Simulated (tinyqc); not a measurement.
# AlGaN/GaN HEMT with access regions, lumped model: effects of single changes

A polarisation-induced electron sheet under a Schottky gate, in series with two ungated access regions and contacts. Drift law v = mu E/(1 + mu E/vs) under the gate. Currents in mA/mm, resistances in ohm mm. No self-heating, no channel-length modulation; fits for polarisation, barrier and offset are chosen for the exercise.

Parameters, values chosen for the exercise; values close to those of AlGaN/GaN structures: aluminium share of the barrier x = 0.16; barrier thickness d = 20 nm; relative permittivity of barrier and channel eps_r = 9.3; channel mobility mu = 1600 cm^2/(V s); saturation velocity vs = 1.2e7 cm/s; gate length Lg = 0.15 um; source access length Ls = 1.5 um; drain access length Ld = 16 um; resistance of each contact Rc = 0.47 ohm mm; share of the drain-access electrons removed by traps ft = 0; gate voltage Vg = -1 V.

Constants: q = 1.602176634e-19 C, eps0 = 8.8541878128e-14 F/cm where lengths are in cm. Results are converted to the units shown.

Each table varies one quantity; the others keep the values above.

## Effect of the aluminium share of the barrier

sigma = (5e13 x + 1.6e13 x^2) cm^-2, phiB = 0.84 + 1.3 x, dEc = 0.7 (1.71 x + x^2) in volts, Cb = eps0 eps_r/d, VT = phiB - dEc - q sigma/Cb, access density n0 = -Cb VT/q. Access resistance R(L, n) = L/(q mu n sqrt(1 - (I/(q n vs))^2)); Rs = Rc + R(Ls, n0), Rd = Rc + R(Ld, (1 - ft) n0). Vg' = Vg - I Rs, Vd' = Vd - I (Rs + Rd); with u = Vg' - VT, Vc = vs Lg/mu and w the smaller of Vd' and Vc [sqrt(1 + 2 u/Vc) - 1] (0 if negative), the channel gives (mu Cb/Lg)(u w - w^2/2)/(1 + w/Vc). I equals that channel current. Isat is I at Vd = 10 V, gm = dIsat/dVg, Ron the limit of Vd/I at small Vd.

Effect of the aluminium share of the barrier:
```
x	VT (V)	n0 (cm^-2)	Ron (ohm mm)	Isat (mA/mm)	gm (mS/mm)
0.12	-1.582	4.066e12	18.12	94.91	197.6
0.17	-2.650	6.811e12	11.10	366.4	248.6
0.22	-3.753	9.645e12	8.101	695.7	273.2
0.27	-4.891	1.257e13	6.431	1061	288.7
0.32	-6.063	1.558e13	5.367	1453	299.8
0.37	-7.269	1.868e13	4.631	1827	100.7
0.42	-8.511	2.187e13	4.092	2120	41.71
```

As x goes from 0.12 to 0.42, Ron falls from 18.1 to 4.09 ohm mm, Isat rises from 94.9 to 2120 mA/mm and gm goes from 198 through a maximum of 300 (at x = 0.32 among the rows listed) to 41.7 mS/mm. VT falls from -1.58 to -8.51 V. For x = 0.22 to 0.42 the power passes 5 W/mm, where self-heating, left out here, lowers the current. For x = 0.37 to 0.42 the gated channel is not yet saturated at 10 V, because the access regions take the voltage, and gm drops.

## Effect of the gate length

Same model as above.

The same in every row: VT (V) = -2.434; n0 (cm^-2) = 6.255e12.

Result of one run:
```
Lg (um)	Ron (ohm mm)	Isat (mA/mm)	gm (mS/mm)
0.52	12.40	238.1	209.4
```

What becomes of these results when the gate length Lg is changed from 0.52 to 0.29 um, all else the same?

Result of the changed run:
```
Lg (um)	Ron (ohm mm)	Isat (mA/mm)	gm (mS/mm)
0.29	12.16	273.1	227.0
```

The whole series:
```
Lg (um)	Ron (ohm mm)	Isat (mA/mm)	gm (mS/mm)
0.05	11.91	347.0	257.0
0.09	11.95	327.4	249.9
0.16	12.02	303.4	240.4
0.29	12.16	273.1	227.0
0.52	12.40	238.1	209.4
0.93	12.84	198.9	186.8
1.7	13.65	156.1	158.0
3	15.03	117.0	127.3
```

As Lg goes from 0.05 to 3 um, Ron rises from 11.9 to 15.0 ohm mm, Isat falls from 347 to 117 mA/mm and gm falls from 257 to 127 mS/mm. The ceiling Cb vs is 494 mS/mm.

## Effect of the barrier thickness

Same model as above.

Effect of the barrier thickness:
```
d (nm)	VT (V)	n0 (cm^-2)	Ron (ohm mm)	Isat (mA/mm)	gm (mS/mm)
14	-1.452	5.331e12	14.10	93.52	255.0
18	-2.107	6.015e12	12.47	241.1	251.0
22	-2.761	6.451e12	11.67	365.7	231.4
27	-3.579	6.813e12	11.08	491.6	206.6
33	-4.561	7.104e12	10.66	609.7	181.3
```

As d goes from 14 to 33 nm, Ron falls from 14.1 to 10.7 ohm mm, Isat rises from 93.5 to 610 mA/mm and gm falls from 255 to 181 mS/mm. VT falls from -1.45 to -4.56 V. At d = 33 nm the power passes 5 W/mm, where self-heating, left out here, lowers the current.

tinyqc, about 0.02 s, one thread, Intel Xeon 2.30GHz (shared host): `OMP_NUM_THREADS=1 python tinyqc.py 2570136 2570137 out.jsonl`
